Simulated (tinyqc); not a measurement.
Ellipsometry and reflectance of a transparent film on an absorbing substrate: psi and Delta against the film thickness.

Air (index 1), film, substrate with N2 = n2 - i k2; time factor exp(+i w t). q_j = sqrt(N_j^2 - sin^2 th), root with positive real part. Fresnel coefficients r_s = (q_a - q_b)/(q_a + q_b), r_p = (N_b^2 q_a - N_a^2 q_b)/(N_b^2 q_a + N_a^2 q_b). tan(Psi) exp(i Delta) = R_p/R_s, Delta taken from 0 to 360 degrees.

beta = 2 pi d q1/lam, X = exp(-2 i beta), R = (r01 + r12 X)/(1 + r01 r12 X) for p and s. The last column is the derivative of Delta.

Values chosen for this exercise; indices close to those of silicon nitride on silicon: wavelength lam = 405 nm; angle of incidence th = 70 degrees; index of the transparent film n1 = 2.032; index of the substrate n2 = 5.42; extinction coefficient of the substrate k2 = 0.329.

Psi and Delta against the film thickness:
```
d (nm)  Psi (degrees)  Delta (degrees)  |R_p|^2  |R_s|^2  dDelta/dd (degrees/nm)
0               19.30            175.5  0.09501   0.7744                  -4.151
12              21.76            129.3   0.1198   0.7513                  -3.388
24              26.77            94.97   0.1713   0.6734                  -2.375
37              34.72            69.36   0.2262   0.4711                  -1.670
49              51.78            43.35   0.2555   0.1584                  -3.959
61              53.23            318.6   0.2558   0.1428                  -4.493
73              35.24            290.7   0.2272   0.4552                  -1.670
86              26.98            265.4   0.1727   0.6664                  -2.347
98              21.88            231.4   0.1208   0.7486                  -3.359
110             19.32            185.5  0.09512   0.7742                  -4.146
```

Psi goes from 19.3 through a maximum of 53.2 (at d = 61 nm among the rows listed) to 19.3 degrees. The period is 112.4 nm, after which Psi and Delta return to the values of the bare substrate, so one angle and wavelength fix d only up to a multiple of it. The size of the slope of Delta runs from 1.67 to 4.49 degrees/nm among the rows; Delta is counted modulo 360 degrees, and sharper features can lie between the rows.

tinyqc, about 0.01 s, one thread, Intel Xeon 2.30GHz (shared host): `OMP_NUM_THREADS=1 python tinyqc.py 2870169 2870170 out.jsonl`
